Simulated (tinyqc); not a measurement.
Critical temperature from a phonon spectrum: McMillan, Allen-Dynes and the linearised Eliashberg equation: one step, computed by the program tinyqc.

alpha^2 F(omega) = sum_i (lambda_i omega_i/2) delta(omega - omega_i), so that lambda = 2 int alpha^2 F/omega d omega = sum_i lambda_i.

Problem. Moments of the spectrum. omega_log = exp(sum lambda_i ln omega_i / lambda); omega_rms = sqrt(sum lambda_i omega_i^2 / lambda).

Inputs (values chosen for the exercise, for a model metal):
```
quantity,value,unit
peak energy omega_1,48.1,meV
coupling lambda_1,0.343,-
peak energy omega_2,91.3,meV
coupling lambda_2,0.316,-
```

Peaks in alpha^2 F: two.

Give: lambda; omega_log; omega_rms.

Solution.

lambda = 0.659

omega_log = 65.40 meV

omega_rms = 72.12 meV
